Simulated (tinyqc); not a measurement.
Self-consistent Fermi level with native defects, at growth and after a quench. Inputs raised by 10 %, one at a time. Computed by tinyqc, a small Python program. Command: `OMP_NUM_THREADS=1 python tinyqc.py 3006597 3006598 out.jsonl scfermi sens`. One thread of a shared host (Intel(R) Xeon(R) Processor @ 2.30GHz), about 0.1 s of CPU time with the checks.

Energies are counted from the top of the valence band (VBM); when the gap shrinks with temperature the conduction band moves and the levels stay. D and A draw on one reservoir with opposite signs, as the two vacancies of a compound do.

Inputs (values chosen for the exercise, with bands modelled on GaAs):
```
quantity,value,unit
gap E_g at 300 K,1.44,eV
slope -dE_g/dT above 300 K,0.00043,eV/K
electron mass m_e,0.0666,m_0
valleys M_c,1,-
hole mass m_h,0.513,m_0
E_f of the neutral native donor D,1.489,eV
E_f of the neutral native acceptor A,1.336,eV
shift s of the chemical potential,-0.17,eV
site density N_s,2e+22,cm^-3
growth temperature T_g,1160,K
temperature of use T,300,K
```

Added shallow dopant: none.

levels of D above the VBM, most positive state first (eV): [1.03, 1.08]

levels of A above the VBM, (0/-1) first (eV): [0.332, 0.725]

Constants: m_0 = 9.1093837015e-31 kg; k_B = 1.380649e-23 J/K; h = 6.62607015e-34 J s; k_B = 8.617333262e-05 eV/K.

Method:
- E_f(D, 0) = input + s and E_f(A, 0) = input - s; E_f(q, E_F = 0) follows from the levels, eps(q/q-1) = E_f(q - 1) - E_f(q) at E_F = 0.
- E_g(T) = E_g - slope x max(0, T - 300 K).
- N_c = 2 M_c (2 pi m_e k_B T/h^2)^(3/2) and N_v = 2 (2 pi m_h k_B T/h^2)^(3/2), masses in units of m_0.
- At growth T = T_g.
- n = N_c F_1/2((E_F - E_g)/k_B T), p = N_v F_1/2(-E_F/k_B T).
- F_1/2(eta) = (2/sqrt(pi)) int_0^infinity sqrt(x)/(1 + exp(x - eta)) dx, by the trapezoid rule in t = sqrt(x) with step 0.02 up to t = 12 (for eta < -12 by exp(eta) - exp(2 eta)/2^(3/2)).
- In equilibrium c_q = N_s exp(-(E_f(q, 0) + q E_F)/k_B T).
- Net charge = p - n + sum q c_q; the log ratio is ln(positive charge/negative charge).
- E_F is the root of the log ratio, by 50 bisections between -0.5 eV and E_g + 0.5 eV.
- After a quench the totals of D and A stay as grown, and each is shared among its charge states with weights exp(-(E_f(q, 0) + q E_F)/k_B T).

Runs:
```
input moved,from,to,E_F at growth (eV),total D (cm^-3),total A (cm^-3),n after the quench (cm^-3)
base run,-,-,0.83525,3.4867e+18,3.5370e+18,1.4224e+07
E_f of the neutral native donor D (eV),1.489,1.6379,0.79545,1.6623e+18,1.7924e+18,2.4713e+06
E_f of the neutral native acceptor A (eV),1.336,1.4696,0.86831,1.9046e+18,1.6732e+18,1.6336e+10
gap E_g at 300 K (eV),1.44,1.584,0.83620,3.4257e+18,3.5964e+18,1.5248e+04
site density N_s (cm^-3),2e+22,2.2e+22,0.83536,3.8278e+18,3.8980e+18,1.1175e+07
temperature of use T (K),300,330,0.83525,3.4867e+18,3.5370e+18,3.1391e+08
electron mass m_e (m_0),0.0666,0.07326,0.83506,3.4991e+18,3.5252e+18,3.1192e+07
hole mass m_h (m_0),0.513,0.5643,0.83526,3.4861e+18,3.5377e+18,1.3859e+07
```

Exponents ln(y'/y) / ln(x'/x):
```
input,E_F at growth,total D,total A,n after the quench
E_f of the neutral native donor D,-0.512,-7.772,-7.132,-18.363
E_f of the neutral native acceptor A,0.407,-6.344,-7.854,73.929
gap E_g at 300 K,0.012,-0.185,0.175,-71.747
site density N_s,0.001,0.979,1.020,-2.532
temperature of use T,0.000,0.000,0.000,32.464
electron mass m_e,-0.002,0.037,-0.035,8.239
hole mass m_h,0.000,-0.002,0.002,-0.273
```

Among the inputs moved here: E_F at growth answers most in size to E_f of the neutral native donor D (exponent -0.512), next to E_f of the neutral native acceptor A (+0.407); its exponent is below 0.0005 for temperature of use T, hole mass m_h. Total D answers most in size to E_f of the neutral native donor D (exponent -7.772), next to E_f of the neutral native acceptor A (-6.344); its exponent is below 0.0005 for temperature of use T. total A answers most in size to E_f of the neutral native acceptor A (exponent -7.854), next to E_f of the neutral native donor D (-7.132); its exponent is below 0.0005 for temperature of use T. n after the quench answers most in size to E_f of the neutral native acceptor A (exponent +73.929), next to gap E_g at 300 K (-71.747).
